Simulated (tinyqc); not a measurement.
From alignment C back to width sigma of the true defect charge: correction of a charged-defect supercell by a model charge and potential alignment (plane-averaged potentials). Computed by tinyqc, a small Python program. Command: `OMP_NUM_THREADS=1 python tinyqc.py 3110751 3110752 out.jsonl align inv`. One thread of a shared host (Intel(R) Xeon(R) Processor @ 2.30GHz), about 0.04 s of CPU time with the checks.

The "true" defect charge is (1 - x) q in a Gaussian of width sigma plus x q in one of width sigma_t, so the exact answer is known; the correction sees only a single model Gaussian of width sigma_m. A Gaussian of width s has the transform rho(G) = exp(-G^2 s^2/2), normalised to 1. A uniform background cancels q, so G = 0 is left out. Potentials are those felt by a unit positive charge. E_0 is the formation energy of the isolated defect, E_cell its value in the supercell, E_lat = E_iso - E_per of the model charge, C the true less the model potential far from the defect; the exact correction is E_0 - E_cell, and the error of a scheme is E_cell plus its correction less E_0.

Inputs (values chosen for the exercise, with screening close to that of SiO2):
```
quantity                                     value      unit
defect charge q                                 -3         e
dielectric constant eps                       3.87         -
edge of the cubic cell L                        19  angstrom
width sigma_m of the model charge              1.2  angstrom
share x of the charge in a wide tail             0         -
width sigma_t of the tail                      2.9  angstrom
formation energy of the isolated defect E_0   5.53        eV
```

Constants: e^2/(4 pi eps_0) = 14.39964548 eV angstrom.

Method:
- Periodic energy E_per = (2 pi q^2/(eps L^3)) (e^2/(4 pi eps_0)) sum_(G != 0) rho(G)^2/G^2, G = (2 pi/L)(n1, n2, n3), |n_i| <= 16. Isolated energy: two Gaussians of charges q_a, q_b and widths a, b interact by q_a q_b (e^2/(4 pi eps_0 eps)) sqrt(2/pi)/sqrt(a^2 + b^2), and the self-energy is half the sum over pairs.
- Supercell value E_cell = E_0 + E_per - E_iso for the true charge.
- E_lat = E_iso - E_per for the model charge; point-charge value alpha q^2 e^2/(4 pi eps_0 eps 2 L) with alpha = 2.837297.
- Plane-averaged potential at distance z from the defect: V(z) = (4 pi q/(eps L^3)) (e^2/(4 pi eps_0 e)) sum_(m != 0) rho(G_m) cos(G_m z)/G_m^2, G_m = 2 pi m/L, |m| <= 40.
- C = difference at z = L/2; E_corr = E_cell + E_lat - q C. For charges that have died out at L/2, C = (2 pi q/(eps L^3)) (e^2/(4 pi eps_0 e)) (<s^2> - sigma_m^2), <s^2> = (1 - x) sigma^2 + x sigma_t^2.

Question. A run gave the result below. Find the width sigma of the true defect charge, known to lie between 0.99 and 2.2 angstrom.

alignment C = -0.008900206 V

Answer.

Each step takes the trial c = (a f_b - b f_a)/(f_b - f_a), f being the result less the target and a, b, c the logarithms of the listed values; c replaces end b, the old b replaces a if the sign of f changed, and otherwise f_a is halved.

Scan of the range:
```
width sigma of the true defect charge (angstrom)  alignment C (V)
0.99                                                    0.0047027
1.13                                                    0.0016678
1.29                                                   -0.0022915
1.48                                                   -0.0076732
1.69                                                   -0.0144802
1.93                                                   -0.0233639
2.20                                                   -0.0347636
```

False position (Illinois rule, in the logarithm of the input) inside the bracket:
```
step    end a    end b    trial  alignment C (V)
1     1.48000  1.69000  1.51583      -0.00877063
2     1.69000  1.51583  1.51957      -0.00888691
3     1.69000  1.51957  1.52034      -0.00891073
4     1.51957  1.52034  1.52000      -0.00890020
5     1.52034  1.52000  1.52000      -0.00890021
```

Alignment C falls at every point of a 13-point scan of the range (every second point is shown), so one value fits; it is bracketed by 1.48 and 1.69. Answer: width sigma of the true defect charge = 1.520 angstrom.
